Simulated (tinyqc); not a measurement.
Deep-level transient spectroscopy: two steps of the calculation.

Schottky contact on an n-type layer with shallow donors Nd (all ionised) and a donor-like deep trap, neutral when filled and positive when empty; depletion approximation. Traps within lam of the depletion edge stay filled. A long pulse to Vp fills the traps beyond x1 = Wp - lam; back at Vr those between x1 and x2 = Wr - lam emit. A rate window reads S = C(t2) - C(t1).

Parameters, values chosen for the exercise; material values close to those of gallium nitride: conduction-band density of states at 300 K Nc = 2.28e18 cm^-3; thermal velocity at 300 K vth = 2.6e7 cm/s; depth of the trap below the conduction edge Et = 0.31 eV; capture cross-section sn = 4.1e-17 cm^2; first sampling time t1 = 0.2 ms; second sampling time t2 = 0.8 ms; temperature of the transient T = 282 K.

Constants: q = 1.602176634e-19 C, kB = 1.380649e-23 J/K. Results are converted to the units shown.

Question 1. Emission rate and rate window. Emission rate en = sn vth(T) Nc(T) exp(-Et/kB T) = sn g T^2 exp(-Et/kB T), g = vth Nc/(300 K)^2, as vth goes as T^0.5 and Nc as T^1.5 (degeneracy factor 1). For an exponential transient S peaks where en = ew = ln(t2/t1)/(t2 - t1).

Find: g; en; 1/en; ew.

Answer 1.

g = 6.5867e20 cm^-2 s^-1 K^-2
en = 6191.1 1/s
1/en = 0.16152 ms
ew = 2310.5 1/s

Question 2. Peak temperature. Fixed-point step for en(T) = ew: T(new) = (Et q/kB)/ln(sn g T^2/ew), g = vth Nc/(300 K)^2.

ew = 2310.4906 1/s
T at the start = 300 K

Wanted: T after step 1.

Answer 2.

T after step 1 = 259.4 K

Numbers from tinyqc (`OMP_NUM_THREADS=1 python tinyqc.py 2050070 2050071 out.jsonl`; about 0.01 s on one thread of a shared Intel Xeon 2.30GHz).
